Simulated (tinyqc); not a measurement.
From results back to parameters: Lorentz oscillators and the Kramers-Kronig relations. Three cases, with inputs chosen for the exercise.

Problem. At normal incidence from vacuum the amplitude r = (1 - N)/(1 + N) with N = n + i k is written r = -sqrt(R) exp(i theta). R and the phase theta are given.

Find: n; k; eps1; eps2.

Method. N = (1 - r)/(1 + r) = (1 + sqrt(R) exp(i theta))/(1 - sqrt(R) exp(i theta)); eps = N^2.

Case 1.

R = 0.842167
theta = 0.912342 rad

Solution.

n = 0.219
k = 2.019
eps1 = -4.03
eps2 = 0.89

Case 2.

R = 0.055437
theta = 0.025642 rad

Solution.

n = 1.615
k = 0.021
eps1 = 2.61
eps2 = 0.07

Case 3.

R = 0.258660
theta = 1.921968 rad

Solution.

n = 0.461
k = 0.594
eps1 = -0.14
eps2 = 0.55

Computed by tinyqc, one run a case: `OMP_NUM_THREADS=1 python tinyqc.py N N+1 out.jsonl` with N = 1651874, 1651896, 1651992; one thread of a shared Intel(R) Xeon(R) Processor @ 2.30GHz, about 0.2 s a run at most.
